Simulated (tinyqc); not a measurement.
Inputs raised by 2 %, one at a time: Debye-Callaway model of lattice thermal conductivity. Computed by tinyqc, a small Python program. Command: `OMP_NUM_THREADS=1 python tinyqc.py 3029281 3029282 out.jsonl callaway sens`. One thread of a shared host (Intel(R) Xeon(R) Processor @ 2.30GHz), about 0.05 s of CPU time with the checks.

Three acoustic branches with one velocity v, cut at omega_D = k_B Theta/hbar; x = hbar omega/(k_B T). v and Theta are separate inputs: Theta cuts off the heat-carrying modes, so C need not reach 3 k_B/V. gamma is an effective value that sets the umklapp rate. Heat flows along the film.

Inputs (values chosen for the exercise, for a model crystal):
```
quantity                                value        unit
sound velocity v                         8660         m/s
Debye temperature Theta                   873           K
volume per atom V                        19.3  angstrom^3
mean atomic mass M                        112           u
effective Grueneisen parameter gamma     2.15           -
umklapp exponent divisor b                2.5           -
mass variance Gamma                   0.00074           -
film thickness t                          2.2  micrometre
specularity p                             0.8           -
temperature T                             300           K
probe frequency omega/omega_D            0.89           -
```

Sample: film. Point defects: isotopes. Normal processes: left out.

Constants: k_B = 1.380649e-23 J/K; hbar = 1.054571817e-34 J s; u = 1.6605390666e-27 kg.

Method:
- Gamma is given directly by the isotope mixture. A = V Gamma/(4 pi v^3).
- Rates: point defects A omega^4; umklapp B omega^2 T exp(-Theta/(b T)) with B = hbar gamma^2/(M v^2 Theta). Film: the bulk time tau of each mode, from the resistive rates above, is multiplied by the Fuchs-Sondheimer factor F = (3/2) int_0^1 (1 - u^2) [1 - (1 - p) (u/d) (1 - E)/(1 - p E)] du, with E = exp(-d/u), d = t/(v tau), by 48 Gauss-Legendre points in z with u = z^4; the boundary rate is defined as 1/(F tau) - 1/tau.
- The resistive time is tau_R = 1/(boundary + point-defect + umklapp rates), and the free path is v tau_R.
- kappa_1 = c int tau_C g dx, g = x^4 e^x/(e^x - 1)^2, c = (k_B/(2 pi^2 v)) (k_B T/hbar)^3, over 0 < x < min(Theta/T, 40), by 96 Gauss-Legendre points in s with x = x_max s^2; tau_C = tau_R, the inverse of the summed rates, and kappa = kappa_1.
- Heat capacity C = 3 c int g dx / v^2; grey free path 3 kappa/(C v); the median free path v tau_C halves kappa_1 when the quadrature points are ordered by free path (each counted at half its weight, interpolated in the logarithm); likewise at 10 % and 90 %.

Runs:
```
input moved                              from         to  kappa (W/(m K))  heat capacity C (J/(m^3 K))  grey free path (nm)  free path (nm)
base run                                    -          -            837.2                    1.090e+06                266.1           38.24
sound velocity v (m/s)                   8660     8833.2            855.0                    1.027e+06                282.8           41.25
Debye temperature Theta (K)               873     890.46            859.6                    1.140e+06                261.2           35.82
volume per atom V (angstrom^3)           19.3     19.686            831.0                    1.090e+06                264.2           37.62
effective Grueneisen parameter gamma     2.15      2.193            819.9                    1.090e+06                260.6           37.98
mass variance Gamma                   0.00074  0.0007548            831.0                    1.090e+06                264.2           37.62
film thickness t (micrometre)             2.2      2.244            838.9                    1.090e+06                266.7           38.24
temperature T (K)                         300        306            822.5                    1.105e+06                257.8           37.96
```

Exponents ln(y'/y) / ln(x'/x):
```
input                                  kappa  heat capacity C  grey free path  free path
sound velocity v                       1.065           -3.000           3.065      3.822
Debye temperature Theta                1.337            2.272          -0.935     -3.303
volume per atom V                     -0.375            0.000          -0.375     -0.829
effective Grueneisen parameter gamma  -1.054            0.000          -1.054     -0.348
mass variance Gamma                   -0.375            0.000          -0.375     -0.829
film thickness t                       0.102            0.000           0.102      0.001
temperature T                         -0.896            0.704          -1.600     -0.375
```

To which inputs is each result most sensitive?

Among the inputs moved here: kappa answers most in size to Debye temperature Theta (exponent +1.337), next to sound velocity v (+1.065). Heat capacity C answers most in size to sound velocity v (exponent -3.000), next to Debye temperature Theta (+2.272); its exponent is below 0.0005 for volume per atom V, effective Grueneisen parameter gamma, mass variance Gamma, film thickness t. Grey free path answers most in size to sound velocity v (exponent +3.065), next to temperature T (-1.600). Free path answers most in size to sound velocity v (exponent +3.822), next to Debye temperature Theta (-3.303).
